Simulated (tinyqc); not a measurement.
Doping: the thermoelectric optimum: Boltzmann transport in a parabolic band with a power-law relaxation time.

F_j(eta) = (1/Gamma(j + 1)) integral_0^infinity x^j dx/(1 + exp(x - eta)), which tends to exp(eta) for eta << 0.

n = N F_1/2(eta) with N = 2 (m kB T/(4 pi c))^(3/2) with c = hbar^2/2m0, in 1/angstrom^3; times 1e24 for 1/cm^3, m = md.

tau = tau0 x^r with x = E/kT. With K_j = Gamma(j + 1) F_j(eta): <tau> = tau0 (r + 3/2) K_(r+1/2)/((3/2) K_(1/2)); mu = <tau>/(mc m0/e), m0/e = 5.685630e-12 kg/C; Hall factor rH = (3/2) K_(1/2) (2r + 3/2) K_(2r+1/2)/((r + 3/2) K_(r+1/2))^2; Seebeck S = -(kB/e) [(r + 5/2) K_(r+3/2)/((r + 3/2) K_(r+1/2)) - eta]; Lorenz number L = (kB/e)^2 [(r + 7/2) K_(r+5/2)/((r + 3/2) K_(r+1/2)) - ((r + 5/2) K_(r+3/2)/((r + 3/2) K_(r+1/2)))^2]; kB/e in V/K. Valley anisotropy is left out of rH.

Constants: hbar^2/2m0 = 3.80998211 eV angstrom^2; kB = 8.617333262e-05 eV/K.

Values chosen for the exercise (masses near those of Si; tau0 is set for a mobility of the usual size at this n, kL is a free input; freeze-out and phonon drag, which matter near 77 K, are left out; the results hold for these values, not for the real material): md = 1.083 m0 (density-of-states mass); mc = 0.2647 m0 (conductivity mass); tau0 = 170 fs (tau at E = kT); r = -0.5 (exponent of tau); T = 300 K; kL = 7 W/(m K) (lattice thermal conductivity).

tau0 is held fixed. sigma = e n mu with e = 1.602176634e-19 C; ZT = S^2 sigma T/(kL + L sigma T).

Results:
```
n (1/cm^3),eta,mu (cm^2/(V s)),sigma (S/cm),rH,S (microvolt/K),L (1e-8),S^2 sigma (mW/(m K^2)),ZT
3.0e+17,-4.54,848,40.8,1.177,-564,1.487,1.30,0.055
8.0e+17,-3.56,846,108,1.176,-480,1.490,2.50,0.11
3.0e+18,-2.21,837,402,1.171,-367,1.505,5.42,0.23
8.0e+18,-1.16,817,1.05e+03,1.160,-285,1.536,8.48,0.34
2.0e+19,-0.10,775,2.48e+03,1.138,-211,1.604,11.0,0.40
3.0e+19,0.43,745,3.58e+03,1.123,-180,1.656,11.6,0.39
7.0e+19,1.75,657,7.37e+03,1.083,-121,1.823,10.7,0.29
1.0e+20,2.46,610,9.78e+03,1.066,-99,1.917,9.60,0.23
7.0e+20,10.19,350,3.92e+04,1.008,-28,2.366,3.04,0.026
```

Give the missing row, n (1/cm^3) = 3.0e+20.

Computed row:
```
n (1/cm^3)   eta  mu (cm^2/(V s))  sigma (S/cm)     rH  S (microvolt/K)  L (1e-8)  S^2 sigma (mW/(m K^2))     ZT
3.0e+20     5.69              456      2.19e+04  1.023              -49     2.224                    5.35  0.074
```

|S| falls by 197 microvolt/K from the first to the third row (198 a decade in the non-degenerate range; holes, which count near the intrinsic density, and non-parabolicity are left out). The power factor peaks at 3e+19 1/cm^3 of those listed (eta = 0.43, S = -180); ZT is largest at 2e+19 1/cm^3 (eta = -0.10). mu changes by a factor 0.41 over the table and rH goes from 1.177 to 1.008. A real tau0 would fall with doping.

tinyqc: `OMP_NUM_THREADS=1 python tinyqc.py 1680649 1680650 out.jsonl`; about 0.01 s, one thread, shared Intel(R) Xeon(R) Processor @ 2.30GHz.
